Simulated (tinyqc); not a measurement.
Finnis-Sinclair potential for a bcc metal: fit to cohesion and elasticity, then vacancy, surfaces and structure. From A back to density cut-off d/a. Computed by tinyqc, a small Python program. Command: `OMP_NUM_THREADS=1 python tinyqc.py 3110364 3110365 out.jsonl fsfit inv`. One thread of a shared host (Intel(R) Xeon(R) Processor @ 2.30GHz), about 0.01 s of CPU time with the checks.

E = (1/2) sum V(r) - A sqrt(rho), rho = sum phi(r), phi = (r - d)^2 for r < d, V = (r - c)^2 (c0 + c1 r + c2 r^2) for r < c. In bcc the 8 first neighbours lie at sqrt(3) a/2 and the 6 second at a; both cut-offs lie below the third shell; Omega = a^3/2; E is per atom and z the number of atoms in a shell. The four constants A, c0, c1, c2 are fitted to E_c, zero pressure, B and C12 - C44 alone, so C44 and C11 - C12 are not matched singly; defects are unrelaxed.

Inputs (values chosen for the exercise, modelled on tantalum): lattice constant a = 3.306 angstrom; target C12 = 159 GPa; target C44 = 83.5 GPa.

Constants: 1 eV/angstrom^3 = 160.2176634 GPa.

Method. rho = sum z phi, rho1 = sum z r phi', rho2 = sum z r^2 phi''. At zero pressure the effective pair part V + 2 F' phi obeys C12 = C44, so C12 - C44 = F'' (rho1/3)^2/Omega with F'' = A/(4 rho^(3/2)); this gives A.

Problem. A run gave the result below. Find the density cut-off d/a, known to lie between 1.1 and 1.4.

A = 1.856959 eV/angstrom

Solution.

Each step takes the trial c = (a f_b - b f_a)/(f_b - f_a), f being the result less the target and a, b, c the logarithms of the listed values; c replaces end b, the old b replaces a if the sign of f changed, and otherwise f_a is halved.

Scan of the range:
```
density cut-off d/a  A (eV/angstrom)
1.10                         1.65094
1.15                         1.94232
1.19                         2.19642
1.24                         2.52784
1.29                         2.86838
1.34                         3.21458
1.40                         3.63491
```

False position (Illinois rule, in the logarithm of the input) inside the bracket:
```
step    end a    end b    trial  A (eV/angstrom)
1     1.10000  1.15000  1.13512          1.85168
2     1.15000  1.13512  1.13598          1.85685
3     1.15000  1.13598  1.13602          1.85706
4     1.13598  1.13602  1.13600          1.85696
5     1.13602  1.13600  1.13600          1.85696
```

A rises at every point of a 13-point scan of the range (every second point is shown), so one value fits; it is bracketed by 1.10 and 1.15. Answer: density cut-off d/a = 1.136.
